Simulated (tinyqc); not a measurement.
Bound state in one dimension: Numerov shooting, finite differences, DVR, step by step. Computed by tinyqc, a small Python program that keeps every step. Settings: points = 96. Command: `OMP_NUM_THREADS=1 python tinyqc.py 30505 30506 out.jsonl` (the two numbers bound the seeds that draw the settings). One thread of a shared host (Intel(R) Xeon(R) Processor @ 2.60GHz), about 0.01 s of CPU time with the checks.

## Numerov steps at E = 0.1

One particle of mass 1 in V = 8.93 (1 - exp(-0.46 x))^2 (atomic units), psi = 0 at both ends:
```
parameter                 value
left end              -1.600000
right end                     7
intervals                    96
h                      0.089583
state sought (nodes)          2
```

k_i = 2 m (E - V_i); (1 + h^2 k_(i+1)/12) y_(i+1) = 2 (1 - 5 h^2 k_i/12) y_i - (1 + h^2 k_(i-1)/12) y_(i-1), from y_0 = 0, y_1 = 0.001.

Points along the way:
```
i         x        V         k       y
0   -1.6000  10.5625  -20.9249  0.0000
1   -1.5104   8.9889  -17.7778  0.0010
2   -1.4208   7.5981  -14.9962  0.0021
3   -1.3313   6.3733  -12.5467  0.0035
4   -1.2417   5.2992  -10.3983  0.0053
5   -1.1521   4.3615   -8.5230  0.0075
32   1.2667   1.7414   -3.2828  0.2328
33   1.3562   1.9237   -3.6474  0.2648
34   1.4458   2.1072   -4.0145  0.3046
35   1.5354   2.2912   -4.3824  0.3543
36   1.6250   2.4750   -4.7499  0.4164
37   1.7146   2.6580   -5.1159  0.4946
```

## Bisection on the node count

With more sign changes than the state has nodes (the last point included) the energy is too high, else too low; the bracket starts as 0.1 to 10.

Trials:
```
trial         E  sign changes  y at the right end   next
1      5.050000             3           -1.80e+01  lower
2      2.575000             1           -3.48e+03  raise
3      3.812500             2            4.09e+02  raise
4      4.431250             3           -4.40e+01  lower
5      4.121875             2            5.07e+01  raise
6      4.276562             3           -1.72e+01  lower
7      4.199219             2            1.02e+01  raise
8      4.237891             3           -4.96e+00  lower
9      4.218555             2            2.24e+00  raise
10     4.228223             3           -1.45e+00  lower
11     4.223389             2            3.73e-01  raise
12     4.225806             3           -5.45e-01  lower
13     4.224597             3           -8.73e-02  lower
14     4.223993             2            1.43e-01  raise
...         ...           ...                 ...    ...
28     4.224367             2            8.07e-06  raise
29     4.224367             2            1.06e-06  raise
30     4.224367             3           -2.44e-06  lower
```

eigenvalue = 4.224367 hartree

## The same grid by other methods

Three-point finite differences and the sine-DVR kinetic matrix of Colbert and Miller on the same points.

Lowest levels (hartree):
```
state  finite differences     DVR
0                  0.9471  0.9480
1                  2.6853  2.6888
2                  4.2169  4.2244
3                  5.5389  5.5501
4                  6.6464  6.6601
```
